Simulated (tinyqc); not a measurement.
Ways to converge the cycle: SCF convergence aids in the 6-31g basis, for H2, spin multiplicity 1. Computed by the program tinyqc with PySCF. Command: `OMP_NUM_THREADS=1 python tinyqc.py 112921 112922 out.jsonl`; one thread of a shared host (Intel(R) Xeon(R) Processor @ 2.60GHz), about 0.4 s.

Geometry (angstrom):
```
atom       x       y       z
H     0.0000  0.0000  0.0000
H     0.0000  0.0000  1.1770
```

lowest restricted solution found by these runs and by PySCF = -1.060365 hartree

RHF with one setting changed at a time; a run stops when the energy changes by less than 1e-09 hartree and the error matrix is below 1e-5. The start is the core Hamiltonian. Damping d keeps d of the old density; a shift (hartree) raises the virtual levels; DIIS n extrapolates F over n matrices.

Largest element of the error matrix X^T (FDS - SDF) X:
```
iteration    plain  damping 0.3  damping 0.6  shift 0.4   DIIS 3   DIIS 8
1          1.3e-01      1.3e-01      1.3e-01    1.3e-01  1.3e-01  1.3e-01
2          2.0e-02      5.2e-02      8.4e-02    4.3e-02  2.0e-02  2.0e-02
3          3.2e-03      2.1e-02      5.6e-02    1.5e-02  7.2e-06  7.2e-06
4          5.0e-04      8.8e-03      3.7e-02    4.9e-03  2.9e-06  2.9e-06
5          7.9e-05      3.6e-03      2.5e-02    1.7e-03        -        -
6          1.2e-05      1.5e-03      1.6e-02    5.6e-04        -        -
8                -      2.5e-04      7.2e-03    6.4e-05        -        -
10               -      4.2e-05      3.2e-03    7.3e-06        -        -
14               -      1.2e-06      6.1e-04          -        -        -
20               -            -      5.2e-05          -        -        -
30               -            -      8.5e-07          -        -        -
```

How each run ends:
```
run          iterations  E (hartree)         state
plain                 7     -1.06036  lowest found
damping 0.3          17     -1.06036  lowest found
damping 0.6          35     -1.06036  lowest found
shift 0.4            10     -1.06036  lowest found
DIIS 3                4     -1.06036  lowest found
DIIS 8                4     -1.06036  lowest found
```

6 of 6 runs reach the lowest restricted solution found, in 4 to 35 iterations (fastest: DIIS 3, DIIS 8). Plain steps already contract here, so damping only slows them. DIIS 3 and DIIS 8 gain by cancelling the error over several earlier matrices, much as a quasi-Newton step does.
